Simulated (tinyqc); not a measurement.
# Worked calculation: Schottky diode by the thermionic emission-diffusion theory

tinyqc, about 0.01 s, one thread, Intel Xeon 2.30GHz (shared host): `OMP_NUM_THREADS=1 python tinyqc.py 2640165 2640166 out.jsonl` Printed values are rounded.

Metal on an n-type semiconductor with one parabolic valley; V > 0 is forward bias (metal positive). The band bends as a parabola over the depletion layer, by Vd = Vbi - V; no image force. Carriers drift and diffuse up to the interface and leave it with the velocity vR.

Parameters, values chosen for the exercise; band and dielectric values close to those of indium phosphide:
```
symbol,value,unit,meaning
T,350,K,temperature
me,0.0803,m0,electron mass
eps_r,12.3,,relative permittivity
mun,5100,cm^2/(V s),electron mobility
phi,0.85,eV,barrier height seen from the metal
Nd,7.7e16,cm^-3,donor density
V,0.21,V,bias
```

Constants: q = 1.602176634e-19 C, kB = 1.380649e-23 J/K, h = 6.62607015e-34 J s, m0 = 9.1093837015e-31 kg, Vt = kB T/q, eps0 = 8.8541878128e-14 F/cm where lengths are in cm. Results are converted to the units shown.

Range of the model: vD exceeds usual saturation velocities: the low-field mobility is used at the surface field. It matters little where vD is far above vR.

## Emission velocity

A* = 4 pi q me m0 kB^2/h^3 (times 1e-4 for A/(cm^2 K^2)); Nc = 2 (2 pi me m0 kB T/h^2)^1.5 (times 1e-6 for cm^-3); Vbi = phi - Vt ln(Nc/Nd); vR = A* T^2/(q Nc).

A* = 9.64991 A/(cm^2 K^2)
Nc = 7.19558e17 cm^-3
Vbi = 0.782596 V
vR = 1.02538e7 cm/s

vR equals sqrt(kB T/(2 pi me m0)).

## Diffusion velocity

LD = sqrt(eps0 eps_r Vt/(q Nd)), a = sqrt((Vbi - V)/Vt), D(a) = exp(-a^2) int_0^a exp(s^2) ds (Dawson), vD = mun Vt/(sqrt(2) LD D(a)). For large a, vD tends to mun times the surface field sqrt(2 q Nd (Vbi - V)/(eps0 eps_r)).

LD = 16.3172 nm
a = 4.35716
D(a) = 0.118054
vD = 5.64637e8 cm/s
mun times the surface field = 5.80875e8 cm/s

vD is 2.8 % below the large-a form.

## Current density

J = q Nc [vR vD/(vR + vD)] exp(-phi/Vt) [exp(V/Vt) - 1]. The quasi-Fermi level drops by Vt ln[(vR + vD)/(vD + vR exp(-V/Vt))] over the layer.

effective velocity = 1.00709e7 cm/s
J = 7.06054e-4 A/cm^2
J over the pure emission value = 0.982164
drop of the quasi-Fermi level over the layer = 0.542284 meV

Emission limits the current: vD is more than five times vR.
